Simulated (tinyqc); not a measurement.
MOS structure on a p-type body, non-linear Poisson equation by Newton steps: effect of the electron quasi-Fermi potential against the body on threshold, swing and body effect.

One dimension, insulator interface at x = 0, acceptor density Na, uniform, net doping C = -(acceptor density). psi is counted from the intrinsic level: n = ni exp((psi - Vb)/Vt), p = ni exp(-psi/Vt); deep in the body psi_b = -Vt ln(Na/ni). The gate acts through Cox = eps0 eox/tox and has the potential psi_G = Vg - (phiM - chi - Vt ln(Nc/ni)). Boltzmann statistics, full ionisation, classical densities, no oxide or interface charge.

ni = sqrt(Nc Nv) exp(-Eg/(2 Vt)), Eg in volts. The Poisson equation d/dx(eps0 eps_r dpsi/dx) = -q (p - n + C), with eps0 eps_r dpsi/dx = -Cox (psi_G - psi_0) at x = 0, is solved on a mesh of about 600 nodes or more. N_inv is the integral of n less its value deep in the body. VT is the Vg at which N_inv = 2e11 cm^-2. m = 1/(dpsi_0/dVg) at N_inv = 1e8 cm^-2; the swing is the Vg between N_inv = 1e8 and 1e9 cm^-2; body coefficient [VT(Vb + 0.05 V) - VT(Vb)]/0.05 V - 1.

Parameters, values chosen for the exercise; band and dielectric values close to those of silicon: temperature T = 350 K; band gap Eg = 1.13 eV; relative permittivity eps_r = 11.7; conduction-band density of states at T Nc = 3.52e19 cm^-3; valence-band density of states at T Nv = 3.36e19 cm^-3; electron affinity chi = 4.11 eV; acceptor density deep in the body Na = 7.7e15 cm^-3; relative permittivity of the gate insulator (close to silicon dioxide) eox = 3.9; insulator thickness tox = 7 nm; gate work function phiM = 4.56 eV.

Constants: q = 1.602176634e-19 C, kB = 1.380649e-23 J/K, Vt = kB T/q, eps0 = 8.8541878128e-14 F/cm where lengths are in cm. Results are converted to the units shown.

Results:
```
Vb (V)	VT (V)	psi_0 - psi_b at VT (V)	m - 1	swing (mV/decade)	body coefficient
0	0.462	0.740	0.0763	77.3	0.0787
0.3	0.784	1.04	0.0594	75.2	0.0634
0.6	1.10	1.35	0.0504	74.2	0.0543
1.2	1.73	1.95	0.0405	73.1	0.0437
1.5	2.04	2.25	0.0374	72.8	0.0402
1.8	2.36	2.56	0.0349	72.6	0.0374
```

Estimate the missing row, Vb = 0.9 V.

Computed row:
```
Vb (V)	VT (V)	psi_0 - psi_b at VT (V)	m - 1	swing (mV/decade)	body coefficient
0.9	1.42	1.65	0.0447	73.6	0.0482
```

With this row back in the table: As Vb goes from 0 to 1.8, VT rises from 0.462 to 2.36 V, the swing falls from 77.3 to 72.6 mV/decade and the body coefficient falls from 0.0787 to 0.0374. The swing stays within 3.5 % of m Vt ln 10, and the body coefficient within 0.0040 of m - 1.

Program tinyqc, `OMP_NUM_THREADS=1 python tinyqc.py 2080156 2080157 out.jsonl`; Intel Xeon 2.30GHz, shared host, one thread, about 0.4 s.
